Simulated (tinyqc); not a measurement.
## Permittivity and interface capacitance from two thicknesses

Question. 1/C = t/(eps0 ek) + 2/ci for planar capacitors that differ only in thickness. Find ek, ci and the EOT of the interfaces, 2 x 3.9 eps0/ci.

Constants: eps0 = 8.8541878128e-14 F/cm where lengths are in cm. Results are converted to the units shown.

C at t = 7.2 and 22 nm (uF/cm^2): 0.80709756  0.26594598

Solution. 1/C is a straight line in t: the slope gives ek and the intercept 2/ci. A single thickness would give only the effective permittivity; when the interfaces are a small part of 1/C, ci needs very accurate data.

ek = 6.63
ci = 160 uF/cm^2
EOT of the interfaces = 0.0432 nm

Program tinyqc, `OMP_NUM_THREADS=1 python tinyqc.py 2102208 2102209 out.jsonl`; Intel Xeon 2.30GHz, shared host, one thread, about 0.01 s.
